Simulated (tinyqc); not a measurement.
What moves the results: Weaire-Thorpe hybrids on a Bethe lattice: gap and dangling bond of an amorphous tetrahedral solid. A value that a table varies takes the place of the one given here.

Four sp3 hybrids an atom at energy 0, coupled by -V1 on the atom and by -V2 along a bond; the bonds form a tree (no rings). For any network the gap runs at least from -V2 + V1 to V2 - 3 V1, and p-like states pile up at -V2 + V1 and V2 + V1. On the tree the gap is wider: it ends at Ec = -V1 + sqrt(V2^2 + 4 V1^2 - 2 sqrt3 V1 V2), which makes it well wider than the gaps of the real glasses. A branch seen from a hybrid has the self-energy S = V2^2 g, where g is the Green function of the hybrid across the bond, whose three partners carry S themselves. With a = z - V1, b = a - S: g = 1/(a + V1 b/(b + 3 V1)), z = E + i eta. A full atom has G = (1/b)(b + 3 V1)/(b + 4 V1) per hybrid; a dangling hybrid with shift dh has G = 1/(1/g - dh).

Parameters, chosen for this exercise (of the size of tabulated hybrid energies for amorphous silicon; not measured data): V1 = 1.72 eV (coupling of two hybrids on one atom); V2 = 4.53 eV (coupling of the two hybrids of a bond); eta = 0.02 eV (broadening); dh = -1.61 eV (shift of the dangling hybrid (rehybridisation)); VH = 5.29 eV (coupling to a hydrogen atom); eH = -3.09 eV (hydrogen level); E1s = -4 eV (first energy); dE = 0.48 eV (step).

## Bulk, dangling and hydrogenated hybrids across the gap

edges (eV): Ev -2.81000, Ec(bound) -0.63000, Ec(tree) 0.59595

Thirteen energies E1s + j dE. With hydrogen the hybrid gains the self-energy VH^2/(z - eH) and dh = 0.

Density per hybrid (1/eV):
```
E (eV),bulk,dangling,with hydrogen
-4.00,0.0031,0.0022,0.0008
-3.52,0.0035,0.0010,0.0003
-3.04,0.0301,0.0012,0.0002
-2.56,0.0255,0.0019,0.0002
-2.08,0.0032,0.0039,0.0002
-1.60,0.0013,0.0130,0.0002
-1.12,0.0007,0.4482,0.0002
-0.64,0.0006,0.0288,0.0003
-0.16,0.0005,0.0059,0.0003
0.32,0.0007,0.0029,0.0005
0.80,0.0194,0.0229,0.0093
1.28,0.0302,0.0325,0.0205
1.76,0.0351,0.0344,0.0321
```

Between Ev = -2.81 and Ec = 0.60 eV the bulk density is a broadening tail (least 0.0005). The dangling hybrid reaches 0.448 at -1.12 eV among these rows; its level lies at -1.025 eV, and the peak there, of width eta, is far higher unless a row falls on it. With hydrogen the largest value on the rows inside the gap, more than 0.05 eV from an edge, is 0.0005, and 1/g = VH^2/(E - eH) has no root in the gap: the state has gone into a bonding level below and an antibonding one above.

## Level against rehybridisation

Root of 1/g(E) = dh for eta = 0 in the gap of the tree, between Ev = -V2 + V1 and Ec; a dash: none. A flatter atom makes the hybrid more p-like (dh > 0, up to V1), a more pyramidal one more s-like (dh < 0).

Level:
```
dh (eV),E (eV),above Ev (eV),weight
-3.0,-1.9363,0.8737,0.629
-2.5,-1.6154,1.1946,0.653
-2.0,-1.2851,1.5249,0.666
-1.5,-0.9511,1.8589,0.668
-1.0,-0.6198,2.1902,0.655
-0.5,-0.2991,2.5109,0.624
0.0,0.0000,2.8100,0.568
0.5,0.2623,3.0723,0.474
1.0,0.4658,3.2758,0.330
```

A level exists for 9 of the 9 rows, from dh = -3 (0.874 eV above Ev) to 1 (3.276 eV); the gap of the tree is 3.406 eV. Its slope dE/d(dh) is the weight, largest at dh = -1.5 (0.67). A level that rises as the atom flattens is why an emptied dangling bond relaxes flat and a doubly filled one pyramidal.

## Stretching the bonds

V2 is scaled as (d0/d)^2 and V1 stays. Bound 2 V2 - 4 V1; tree V2 - 2 V1 + sqrt(V2^2 + 4 V1^2 - 2 sqrt3 V1 V2); a negative bound means that a network with rings may have no gap.

Against d/d0:
```
d/d0,V2 (eV),V2/V1,bound (eV),tree (eV)
0.96,4.915,2.858,2.951,4.065
0.98,4.717,2.742,2.554,3.722
1.00,4.530,2.634,2.180,3.406
1.02,4.354,2.531,1.828,3.116
1.04,4.188,2.435,1.496,2.851
1.07,3.957,2.300,1.033,2.495
1.10,3.744,2.177,0.608,2.186
1.15,3.425,1.991,-0.029,1.762
```

The bound falls by 181 meV for each per cent of stretch near d0 and vanishes at d/d0 = 1.148, inside the table. Weak, stretched bonds therefore put states closest to the edges, one origin of band tails.

## What each parameter does

Ev = -V2 + V1, conduction edge of the tree -V1 + sqrt(V2^2 + 4 V1^2 - 2 sqrt3 V1 V2), and the level that solves 1/g(E) = dh for eta = 0. Each row changes one parameter from the base and keeps the others.

Results:
```
case,Ev (eV),Ec (eV),level (eV),weight
base,-2.8100,0.5959,-1.0246,0.669
V1 = 1.64 eV,-2.8900,0.7145,-1.0705,0.690
V2 = 4.68 eV,-2.9600,0.6990,-1.0549,0.683
dh = -1.71 eV,-2.8100,0.5959,-1.0915,0.669
```

The largest shifts from the base row, up to three for each result and ties (the steps differ in size, so this ranks the rows, not the parameters). Ev (eV): V2 -0.1500, V1 -0.0800; unchanged at the printed digits by dh. Ec (eV): V1 +0.1186, V2 +0.1030; unchanged at the printed digits by dh. level (eV): dh -0.0669, V1 -0.0459, V2 -0.0303. weight: V1 +0.021, V2 +0.014; unchanged at the printed digits by dh.

Program tinyqc; command `OMP_NUM_THREADS=1 python tinyqc.py 1482511 1482512 out.jsonl`; about 0.05 s on one thread of a shared Intel(R) Xeon(R) Processor @ 2.30GHz.
